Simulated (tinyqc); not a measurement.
Electron mobility in a silicon inversion layer, empirical terms and Matthiessen rule: two steps of the calculation.

Inversion layer of sheet density Ns on a uniformly doped body, under a high-permittivity gate with an interlayer. The mobility terms are empirical power laws with prefactors chosen for the exercise; adding their inverses (Matthiessen) is itself an approximation.

Values chosen for this exercise; material values close to those of silicon:
- T = 273 K (temperature)
- Eg = 1.1 eV (band gap)
- eps_r = 11.7 (relative permittivity of the semiconductor)
- Nc = 2.41e19 cm^-3 (conduction-band density of states at T)
- Nv = 2.27e19 cm^-3 (valence-band density of states at T)
- Nb = 7.7e17 cm^-3 (body doping)
- Vsb = 1 V (reverse body bias)
- eta = 0.5 (weight of the inversion charge in the effective field)
- Ap = 470 cm^2/(V s) (phonon-limited mobility at 1 MV/cm and 300 K)
- As = 1250 cm^2/(V s) (roughness-limited mobility at 1 MV/cm)
- gs = 2 (exponent of the roughness term)
- Ac = 3800 cm^2/(V s) (Coulomb prefactor)
- Nit = 7.8e11 cm^-2 (charge at the interface)
- Ar = 230 cm^2/(V s) (remote-phonon mobility without interlayer)
- ti = 1.2 nm (interlayer thickness)
- lr = 0.6 nm (decay length of remote phonons)
- Ns = 5.1e11 cm^-2 (inversion density)
- WL = 5 (ratio W/L)
- Vd = 0.01 V (drain voltage)
- I = 0.375 uA (measured linear current)

Constants: q = 1.602176634e-19 C, kB = 1.380649e-23 J/K, Vt = kB T/q, eps0 = 8.8541878128e-14 F/cm where lengths are in cm. Results are converted to the units shown.

Question 1. Depletion charge and effective field. ni = sqrt(Nc Nv) exp(-Eg/(2 Vt)), Eg in volts; Ndep = sqrt(2 eps0 eps_r Nb (2 Vt ln(Nb/ni) + Vsb)/q); E = q (Ndep + eta Ns)/(eps0 eps_r), in MV/cm.

Wanted: ni; Ndep; E.

Answer 1.

ni = 1.643e9 cm^-3
Ndep = 4.394e12 cm^-2
E = 0.7191 MV/cm

The depletion charge gives 94.5 % of the field.

Question 2. Inversion density for the measured current. I = (W/L) q Ns mu Vd. E = q (Ndep + eta Ns)/(eps0 eps_r) in MV/cm. With t = T/(300 K): muC = Ac (Ns/1e12 cm^-2) t/(Nb/1e17 cm^-3 + Nit/1e11 cm^-2), muP = Ap E^(-1/3) t^(-1.75), muS = As E^(-gs), muR = Ar exp(2 ti/lr)/t; 1/mu is the sum of the inverses. Ns(new) = I/((W/L) q mu Vd).

Ns after iteration 1 = 6.8022974e11 cm^-2
Ndep = 4.3944500e12 cm^-2

Give: E; mu; Ns after iteration 2.

Answer 2.

E = 0.73224 MV/cm
mu = 114.72 cm^2/(V s)
Ns after iteration 2 = 4.0805e11 cm^-2

Computed by the program tinyqc: `OMP_NUM_THREADS=1 python tinyqc.py 2510052 2510053 out.jsonl`, one thread of a shared Intel Xeon 2.30GHz, about 0.01 s for the whole run.
